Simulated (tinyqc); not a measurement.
Read current of a NAND string, cells in series solved by shooting: one step of the calculation.

Cells in series, numbered from 0 at the source line (0 V) to the bit line, each followed by a gap resistance Rg. A cell with gate Vg, threshold VT, source Vs and drain Vd passes I = 2 nf K Vt^2 [F(Vs) - F(Vd)]/(1 + th max(Vg - VT, 0)), F(V) = ln^2(1 + exp((Vg - VT - nf V)/(2 nf Vt))). The selected cell has Vg = Vr, the others Vg = Vp.

Problem. Node voltages for a trial current. For a trial current I start at 0 V and, cell by cell (the selected one is cell 1), solve for the drain: sqrt(F(Vd)) = sqrt(F(Vs) - I/k), k = 2 nf K Vt^2/(1 + th max(Vg - VT, 0)), Vd = [Vg - VT - 2 nf Vt ln(exp(sqrt F) - 1)]/nf, then add I Rg.

Inputs (values chosen for the exercise); values of the order met in vertical NAND strings:
- T = 300 K (temperature)
- K = 18 uA/V^2 (gain factor of a cell)
- nf = 1.5 (slope factor)
- th = 0.11 1/V (mobility reduction factor)
- Rg = 10 kohm (resistance of the gap between cells)
- Vbl = 0.5 V (bit-line voltage)
- Vp = 6.8 V (pass voltage)
- Vr = 3.11 V (read voltage on the selected word line)

Constants: q = 1.602176634e-19 C, kB = 1.380649e-23 J/K, Vt = kB T/q. Results are converted to the units shown.

first trial current = 1.4 uA
thresholds from the source end, cell 0 to 5 (V): 3.3  1.7  3.3  -1.2  -1.2  -1.2

Give: node voltage after each cell and gap, trial 1.

Solution.

node voltage after each cell and gap, trial 1, cell 0 to 5 (V): 0.04498  0.1286  0.1754  0.2084  0.2414  0.2746

tinyqc, about 0.8 s, one thread, Intel Xeon 2.30GHz (shared host): `OMP_NUM_THREADS=1 python tinyqc.py 2142041 2142042 out.jsonl`
